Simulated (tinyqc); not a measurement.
Three surfaces against bond counting: Gupta-type many-body potential for a metal. Computed by tinyqc, a small Python program. Command: `OMP_NUM_THREADS=1 python tinyqc.py 3020012 3020013 out.jsonl gupta walk`. One thread of a shared host (Intel(R) Xeon(R) Processor @ 2.30GHz), about 0.02 s of CPU time with the checks.

E_i = sum_j A exp(-p (r_ij/r0 - 1)) - xi rho_i^gamma, with rho_i = sum_j exp(-2 q (r_ij/r0 - 1)); gamma = 1/2 is the tight-binding second-moment form. The crystal is fcc unless stated; d is the neighbour distance and a fixed number of shells is kept.

Inputs (values chosen for the exercise, modelled on nickel):
```
quantity,value,unit
repulsion A,0.0378,eV
hopping xi,1.08,eV
decay p,16.9,-
decay q,1.2,-
reference distance r0,2.491,angstrom
shells kept,2,-
embedding exponent gamma,0.5,-
```

Constants: 1 eV/angstrom^3 = 160.2176634 GPa; 1 eV/angstrom^2 = 16.02176634 J/m^2.

Method:
- fcc shells: d sqrt(k), k = 1..5, with 12, 6, 24, 12, 24 atoms; Omega = d^3/sqrt2.
- Equilibrium: dE/dd = 0; B = d^2 E''(d)/(9 Omega).
- Cut the crystal without relaxation; an atom in layer l keeps the neighbours that lie below the surface plane. Excess = E_i + E_c. Surface energy = sum of excesses over the layers, divided by the area per surface atom: (sqrt3/2) d^2 for (111), d^2 for (100), sqrt2 d^2 for (110).
- Bond counting with pair bonds charges E_c/12 for each missing nearest neighbour: 3, 4 and 6 per surface cell.

neighbour distance d = 2.55307 angstrom

cohesive energy E_c = 3.64731 eV

Surfaces:
```
face,missing bonds,excess (eV),bond counting (eV),ratio,surface energy (J/m^2)
(111),3,0.54227,0.9118,0.59470,1.5391
(100),4,0.61428,1.2158,0.50526,1.5099
(110),6,0.99788,1.8237,0.54718,1.7344
```

The order of surface energies is (100) < (111) < (110), with (110)/(111) = 1.127 against 1.225 from counting first-neighbour bonds. The excess is 0.51 to 0.59 of the bond-counting value: atoms with fewer neighbours have stronger bonds. Further shells enter the excess but not the count. Caution: relaxation, left out here, lowers surface energies. Caution: fitted second-moment potentials usually give surface energies well below measured ones.
